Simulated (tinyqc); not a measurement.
Van der Pauw, Hall and four-point-probe measurements on a doped layer: correction factor against the shape of the sample.

A uniform n-type layer with sheet resistance Rs = 1/(q ns mu), point contacts, low field (mu B small).

Rs = 1/(q ns mu). For a rectangle with contacts at the corners, RA = (8 Rs/pi) sum_(k>=0) ln coth((2k + 1) pi a/(2 b)) with current along a short side b and voltage along the opposite one, RB the same with a and b exchanged. ar = a/b. F = Rs/[(pi/ln 2)(RA + RB)/2]; small-asymmetry estimate 1 - (ln 2/2) d^2 - ((ln 2)^2/4 - (ln 2)^3/12) d^4 with d = (RB - RA)/(RB + RA).

Inputs (values chosen for the exercise):
- ns = 3.2e13 cm^-2 (sheet density of the layer)
- mu = 1300 cm^2/(V s) (drift mobility)

Constants: q = 1.602176634e-19 C. Results are converted to the units shown.

Result of one run:
```
ar    RA (ohm)  RB (ohm)  RB/RA       F  estimate of F
3.06   0.05107     326.7   6397  0.2026         0.5614
```

What becomes of these results when the side ratio a/b of a rectangular sample with corner contacts ar is changed from 3.06 to 3.4, all else the same?

Result of the changed run:
```
ar   RA (ohm)  RB (ohm)    RB/RA       F  estimate of F
3.4   0.01755     377.7  2.152e4  0.1753         0.5612
```

The whole series:
```
ar    RA (ohm)  RB (ohm)    RB/RA       F  estimate of F
1        33.10     33.10    1.000   1.000          1.000
1.34     11.35     74.18    6.536  0.7740         0.7861
1.69     3.779     123.0    32.55  0.5221         0.6213
2.03     1.299     172.8    133.1  0.3803         0.5767
2.37    0.4463     223.4    500.6  0.2958         0.5653
2.71    0.1534     274.3     1788  0.2413         0.5623
3.06   0.05107     326.7     6397  0.2026         0.5614
3.4    0.01755     377.7  2.152e4  0.1753         0.5612
```

RB/RA rises from 1.00 to 21500 and F falls from 1.00 to 0.175. The estimate is 19 % above F at a/b = 1.69 and 3.20 times it in the last row. RA shrinks about as exp(-pi a/b): by a factor of 2.91 between the last two rows, against 2.91.

Computed by the program tinyqc: `OMP_NUM_THREADS=1 python tinyqc.py 2850155 2850156 out.jsonl`, one thread of a shared Intel Xeon 2.30GHz, about 0.03 s for the whole run.
